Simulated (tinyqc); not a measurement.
# Gain of the pnp from the holding current

Inverse problem. On state with both base-emitter voltages at Von: npn base current Ib = (Von/Rs + bp Von/Rw)/(bn bp - 1), holding current Ih = (bn + 1) Ib + Von/Rs. Find bp.

Parameters, values chosen for the exercise:
```
symbol  value  unit                                meaning
bn       13.4                      current gain of the npn
Rs         64   ohm  substrate resistance shunting the npn
Rw       1500   ohm       well resistance shunting the pnp
Von      0.69     V   base-emitter voltage in the on state
```

Ih = 14.313899 mA

Solution. Ih gives Ib, and Ib (bn bp - 1) = Von/Rs + bp Von/Rw is linear in bp.

bp = 3.900

tinyqc, about 0.04 s, one thread, Intel Xeon 2.30GHz (shared host): `OMP_NUM_THREADS=1 python tinyqc.py 2670060 2670061 out.jsonl`
